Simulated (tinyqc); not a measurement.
Concentration-dependent dopant diffusion with charged defects and the built-in field. Changing the surface concentration C_s. Computed by tinyqc, a small Python program. Command: `OMP_NUM_THREADS=1 python tinyqc.py 3015991 3015992 out.jsonl extrinsic sweep`. One thread of a shared host (Intel(R) Xeon(R) Processor @ 2.30GHz), about 0.7 s of CPU time with the checks.

A constant source C_s feeds a half space. The dopant moves through neutral point defects and through charged ones, whose number grows with the majority carrier density n.

Inputs (values chosen for the exercise, modelled on arsenic in silicon):
```
quantity,value,unit
neutral prefactor D0x,0.00975,cm^2/s
neutral activation energy E0,3.43,eV
singly charged prefactor D01,30.4,cm^2/s
activation energy E1,4.15,eV
junction level C_B,4.8e+15,1/cm^3
temperature T,1050,C
time t,6000,s
```

Field enhancement: on.

Constants: k_B = 8.617333262e-05 eV/K.

Method:
- n_i = 3.87e16 T^1.5 exp(-7014/T) per cm^3 (T in kelvin, an empirical form); each D = prefactor x exp(-E/(k_B T)); the intrinsic diffusivity D_i is their sum.
- Temperatures in kelvin are T(C) + 273.15.
- n = C/2 + sqrt(C^2/4 + n_i^2); D(C) = h [Dx + D1 (n/n_i)], h = 1 + C/sqrt(C^2 + 4 n_i^2).
- With y = x/sqrt(D_s t), u = C/C_s and q = -(D/D_s) du/dy: du/dy = -q D_s/D, dq/dy = -(y/2) q D_s/D, u(0) = 1. The surface flux q(0) is shot so that u tends to 0 (LSODA, an adaptive multistep solver, relative tolerance 1e-10). Dose Q = 2 q(0) C_s sqrt(D_s t).
- The junction lies where C = C_B.

One run for each value:
```
surface concentration C_s (1/cm^3),enhancement D_s/D_i,junction depth x_j (nm),dose Q (1/cm^2),junction in units of sqrt(D_s t)
5.00e+17,1.05,213.1,3.317e+12,3.592
1.50e+18,1.16,244.4,1.027e+13,3.925
1.40e+19,2.97,320.3,1.344e+14,3.211
4.30e+19,8.17,397.8,6.440e+14,2.406
1.30e+20,24.08,552.7,3.293e+15,1.946
4.00e+20,73.46,862.5,1.763e+16,1.739
```

Give the missing row, surface concentration C_s (1/cm^3) = 4.60e+18.

Computed row; columns: (1) surface concentration C_s (1/cm^3); (2) enhancement D_s/D_i; (3) junction depth x_j (nm); (4) dose Q (1/cm^2); (5) junction in units of sqrt(D_s t):
```
(1)        (2)    (3)        (4)    (5)
4.60e+18  1.53  277.4  3.458e+13  3.871
```

Interpolating between the two neighbouring rows (the first column on a logarithmic scale, the others too where they are positive) misses most in enhancement D_s/D_i, by 21 %. Over the rows, enhancement D_s/D_i rises from 1.05 to 73.5 (exponent d ln y / d ln x 0.088 between the first rows and 0.99 between the last); junction depth x_j (nm) rises from 213 to 863 (exponent d ln y / d ln x 0.12 between the first rows and 0.40 between the last); dose Q (1/cm^2) rises from 3.32e12 to 1.76e16 (exponent d ln y / d ln x 1.0 between the first rows and 1.5 between the last). At the high end the exponent of enhancement D_s/D_i is 0.99, close to 1: singly charged defects follow n. At the low end the exponent of dose Q is 1.03, close to 1: the intrinsic, linear regime. At the high end the exponent of dose Q is 1.49, close to 1.5: D proportional to C: Q scales as C_s sqrt(C_s). In units of sqrt(D_s t), D_s = D(C_s), the junction is deepest, 3.93, at C_s = 1.5e18 among these rows and ends at 1.74: a larger C_s/C_B pushes it out along the tail, while the tail diffuses with D_i, ever further below D_s.

Caution (rows 4.30e19, 1.30e20, 4.00e20): at such concentrations dopants can cluster or exceed their solubility; the active fraction and the diffusivity then fall below the model.
